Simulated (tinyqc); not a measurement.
# Long-channel MOSFET, surface-potential model: effects of single changes

n-channel transistor on a uniformly doped p-type body, gradual-channel approximation, constant mobility, Boltzmann statistics, full ionisation. Potentials are counted from the neutral body; V is the electron quasi-Fermi potential, Vsb at the source and Vsb + Vds at the drain. Charges are magnitudes per area.

Values chosen for this exercise; material values close to those of gallium nitride: temperature T = 293 K; band gap Eg = 3.38 eV; relative permittivity of the semiconductor eps_r = 9.68; conduction-band density of states at T Nc = 2.25e18 cm^-3; valence-band density of states at T Nv = 4.36e19 cm^-3; acceptor density of the body Na = 5.6e16 cm^-3; relative permittivity of the gate insulator eox = 21.1; insulator thickness tox = 28 nm; flat-band voltage Vfb = -2.02 V; channel mobility mu = 680 cm^2/(V s); gate width W = 2 um; gate length L = 10 um; source-body reverse bias Vsb = 0 V; gate-source voltage Vgs = 1.31 V; drain-source voltage Vds = 0.1 V.

Constants: q = 1.602176634e-19 C, kB = 1.380649e-23 J/K, Vt = kB T/q, eps0 = 8.8541878128e-14 F/cm where lengths are in cm. Results are converted to the units shown.

Each table varies one quantity; the others keep the values above.

## Effect of the insulator thickness

ni = sqrt(Nc Nv) exp(-Eg/(2 Vt)), Eg in volts; phiF = Vt ln(Na/ni); Cox = eps0 eox/tox; gamma = sqrt(2 q eps0 eps_r Na)/Cox. The surface potential psi at channel potential V solves Vgs + Vsb - Vfb - psi = gamma sqrt(G), G = psi - Vt + Vt exp((psi - 2 phiF - V)/Vt). Charge sheet: Qi = Cox gamma [sqrt(G) - sqrt(psi - Vt)]; I = mu (W/L) [integral of Qi dpsi from psi_0 to psi_L (drift) + Vt (Qi0 - QiL) (diffusion)], with psi_0 at V = Vsb and psi_L at V = Vsb + Vds. VT = Vfb + 2 phiF + gamma sqrt(2 phiF + Vsb), m = 1 + gamma/(2 sqrt(2 phiF + Vsb)). The swing is 20 mV/log10[I(VT - 0.14 V)/I(VT - 0.16 V)] of the charge-sheet current at the given Vds.

Effect of the insulator thickness:
```
tox (nm)  gamma (V^0.5)  VT (V)      m  swing (mV/decade)  I at Vgs, Vds (uA)
9.3             0.06173   1.208  1.017              59.44              0.1131
13              0.08630   1.251  1.024              59.86             0.02640
17               0.1128   1.298  1.032              60.31            0.004768
23               0.1527   1.368  1.043              60.99            3.444e-4
31               0.2058   1.462  1.058              61.89            1.101e-5
42               0.2788   1.591  1.079              63.13            1.138e-7
56               0.3717   1.755  1.105              64.71           4.428e-10
```

What does the table show?

As tox goes from 9.3 to 56 nm, VT rises from 1.21 to 1.76 V, the swing rises from 59.4 to 64.7 mV a decade and the current falls from 0.113 to 4.43e-10 uA. The swing is 0.48 % above m Vt ln 10 in the first row and 0.71 % above it in the last. The gate voltage is below VT in 4 of the 7 rows. At tox = 9.3 nm the surface electron density at the source passes 0.3 Nc, where degeneracy and quantisation, left out here, matter.

## Transfer curve from weak to strong inversion

Pao-Sah: Qi(V) = (Cox gamma/2) integral from 3 Vt to psi of exp((u - 2 phiF - V)/Vt)/sqrt(G(u, V)) du, and I = mu (W/L) integral of Qi dV from Vsb to Vsb + Vds. Square law: VT = Vfb + 2 phiF + gamma sqrt(2 phiF + Vsb), m = 1 + gamma/(2 sqrt(2 phiF + Vsb)), I = mu Cox (W/L) [(Vgs - VT) v - m v^2/2] with v the smaller of Vds and (Vgs - VT)/m, and zero below VT. gm = dI/dVgs of the charge-sheet current.

Transfer curve from weak to strong inversion:
```
Vgs (V)  I, charge sheet (uA)  I, Pao-Sah (uA)  drift share (%)  gm/I (1/V)  I, square law (uA)
1.23                 1.985e-6         1.994e-6         0.001691       37.40                   0
1.41                 0.001649         0.001657            1.369       36.91                   0
1.58                   0.2312           0.2363            53.13       17.16              0.9118
1.75                    1.261            1.297            84.35       5.737               2.454
1.93                    2.642            2.711            91.82       3.020               4.088
2.1                     4.027            4.120            94.46       2.055               5.630
2.28                    5.533            5.646            95.90       1.527               7.264
2.46                    7.065            7.194            96.75       1.212               8.897
2.63                    8.526            8.669            97.29       1.013               10.44
```

The charge-sheet current rises from 1.99e-6 to 8.53 uA. In the first row gm/I is 37.4 1/V, a swing of 61.6 mV a decade, against Vt ln 10 = 58.1 mV a decade for an ideal gate; in the last it is 1.01 1/V. Drift passes half of the current at Vgs = 1.58 V among the rows listed (VT = 1.43 V). The charge sheet departs most from Pao-Sah at Vgs = 1.75 V, where it is 2.8 % below it. In the last row the square law is 20 % above Pao-Sah. For Vgs = 1.58 to 2.63 V the surface electron density at the source passes 0.3 Nc, where degeneracy and quantisation, left out here, matter.

Computed by the program tinyqc: `OMP_NUM_THREADS=1 python tinyqc.py 2360043 2360044 out.jsonl`, one thread of a shared Intel Xeon 2.30GHz, about 0.06 s for the whole run.
